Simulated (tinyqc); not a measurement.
Field-effect mobility of a thin-film transistor with band-tail and deep states (multiple trapping): one step, computed by the program tinyqc.

A thick film in accumulation at small drain voltage. Only free electrons move; trapped ones still screen the gate. N_c and mu_0 are held fixed when T changes, leaving out the T^(3/2) growth of N_c. x = E_0 - psi is the distance of the Fermi level below the band edge.

Problem. Free and trapped densities. F_j(eta) = int_0^infinity x^j/(1 + exp(x - eta)) dx, without a gamma-function factor. Integrals over x = E/(k_B T) use 160 Gauss-Legendre points in u = sqrt(x) from 0 to sqrt(max(eta, 0) + 32). Free n(x) = N_c (2/sqrt(pi)) F_1/2(-x/k_B T), with F_1/2 from its two-term series in exp(-x/k_B T) for x >= 12 k_B T; tail n_t(x) = int_0^1.2eV g_t exp(-E/E_t)/(1 + exp((x - E)/k_B T)) dE, E counted down from the edge, 120 Gauss-Legendre points; deep charge g_d psi; space charge rho(psi) = n + n_t + g_d psi less its value at psi = 0.

Inputs (values chosen for the exercise, modelled on amorphous silicon): effective density of states N_c = 2e+20 1/cm^3; tail density at the edge g_t = 3.1e+21 1/(eV cm^3); tail width E_t = 24 meV; temperature T = 300 K.

Deep states: included.

Constants: k_B = 8.617333262e-05 eV/K.

Give: Local densities at x = 0.4, 0.3, 0.2, 0.15, 0.1, 0.05, 0 and -0.05 eV.

Solution.

Local densities at x = 0.4, 0.3, 0.2, 0.15, 0.1, 0.05, 0 and -0.05 eV:
```
x (eV)  n (1/cm^3)  n_t (1/cm^3)  n/(n + n_t)
0.40     3.814e+13     1.374e+14       0.2172
0.30     1.825e+15     5.568e+15       0.2468
0.20     8.732e+16     2.014e+17       0.3024
0.15     6.035e+17     1.113e+18       0.3515
0.10     4.149e+18     5.479e+18       0.4309
0.05     2.754e+19     2.124e+19       0.5646
0.00     1.530e+20     5.086e+19       0.7505
-0.05    5.456e+20     6.931e+19       0.8873
```

E_t/k_B T = 0.93: the tail is narrower than about k_B T, so deep in the gap n_t roughly follows n, and the free share changes far less than n does.
